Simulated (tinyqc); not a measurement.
CID on RHF in the 6-31g basis, for H2, spin multiplicity 1, step by step. One step of it, computed by the program tinyqc.

Task: CID: determinants and Hamiltonian. Slater-Condon rules over spin orbitals, with the nuclear repulsion added and E(HF) subtracted on the diagonal.

one-electron integrals over orbitals h = C^T H C (hartree):
```
[[-1.124586, 0.000000, -0.141568, 0.000000],
 [0.000000, -0.594307, 0.000000, 0.197623],
 [-0.141568, 0.000000, -0.045780, 0.000000],
 [0.000000, 0.197623, 0.000000, 0.139237]]
```

Two-electron integrals over orbitals (pq|rs), unique and non-zero (hartree):
```
(11|11) 0.583936    (21|21) 0.101348    (22|11) 0.439243    (22|22) 0.397158
(31|11) 0.141568    (31|22) 0.064107    (31|31) 0.097785    (32|21) 0.001888
(32|32) 0.035388    (33|11) 0.510117    (33|22) 0.396658    (33|31) 0.118972
(33|33) 0.469951    (41|21) -0.081006   (41|32) -0.042879   (41|41) 0.116480
(42|11) -0.139314   (42|22) -0.068175   (42|31) -0.079959   (42|33) -0.113992
(42|42) 0.079364    (43|21) -0.111366   (43|32) -0.027733   (43|41) 0.125788
(43|43) 0.162675    (44|11) 0.588699    (44|22) 0.447419    (44|31) 0.177666
(44|33) 0.536118    (44|42) -0.164816   (44|44) 0.653960
```

nuclear repulsion = 0.56056908 hartree

Hartree-Fock energy = -1.10466777 hartree

Give: determinants; H - E(HF) between determinants.

Result:

Occupation strings over the orbitals (2 doubly, a alpha, b beta, 0 empty; spin orbitals ordered 1a 1b 2a 2b ...): 2000 0200 0ab0 0a0b 0ba0 0020 00ab 0b0a 00ba 0002

H - E(HF) between determinants (hartree), order 2000, 0200, 0ab0, 0a0b, 0ba0, 0020, 00ab, 0b0a, 00ba, 0002:
```
[[0.0000, 0.1013, 0.0000, -0.0810, 0.0000, 0.0978, 0.0000, 0.0810, 0.0000, 0.1165],
 [0.1013, 0.8738, 0.0000, 0.1294, 0.0000, 0.0354, 0.0000, -0.1294, 0.0000, 0.0794],
 [0.0000, 0.0000, 1.4218, 0.0000, -0.0354, 0.0000, -0.0277, 0.0000, -0.0836, 0.0000],
 [-0.0810, 0.1294, 0.0000, 1.6576, 0.0000, -0.0277, 0.0000, -0.0794, 0.0000, 0.0328],
 [0.0000, 0.0000, -0.0354, 0.0000, 1.4218, 0.0000, -0.0836, 0.0000, -0.0277, 0.0000],
 [0.0978, 0.0354, 0.0000, -0.0277, 0.0000, 2.0436, 0.0000, 0.0277, 0.0000, 0.1627],
 [0.0000, 0.0000, -0.0277, 0.0000, -0.0836, 0.0000, 2.2948, 0.0000, -0.1627, 0.0000],
 [0.0810, -0.1294, 0.0000, -0.0794, 0.0000, 0.0277, 0.0000, 1.6576, 0.0000, -0.0328],
 [0.0000, 0.0000, -0.0836, 0.0000, -0.0277, 0.0000, -0.1627, 0.0000, 2.2948, 0.0000],
 [0.1165, 0.0794, 0.0000, 0.0328, 0.0000, 0.1627, 0.0000, -0.0328, 0.0000, 2.5977]]
```
